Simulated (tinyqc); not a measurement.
Mobility, diffusion coefficient and lifetime from two collectors.

Question. For an injected sheet in a field F the peak time tp at distance L obeys u^2 tp^2 + 2 D tp = L^2 with u^2 = v^2 + 4 D/tau, and the pulse area goes as exp(L (v - u)/(2 D)); v = mu F. Find u, D, mu and tau without using the Einstein relation.

Inputs (values chosen for the exercise): sweep field along the drift F = 11 V/cm.

distances (um): [160, 420]
peak times (us): [0.512855189, 1.45997879]
ratio of the areas, far over near = 0.238509018

Solution. The two peak times give two linear equations for u^2 and D; the area ratio gives v - u, and u^2 - v^2 = 4 D/tau gives tau.

u = 2.736e4 cm/s
D = 57.61 cm^2/s
mu = 1910 cm^2/(V s)
tau = 7.500e-7 s

Computed by the program tinyqc: `OMP_NUM_THREADS=1 python tinyqc.py 2310126 2310127 out.jsonl`, one thread of a shared Intel Xeon 2.30GHz, about 0.01 s for the whole run.
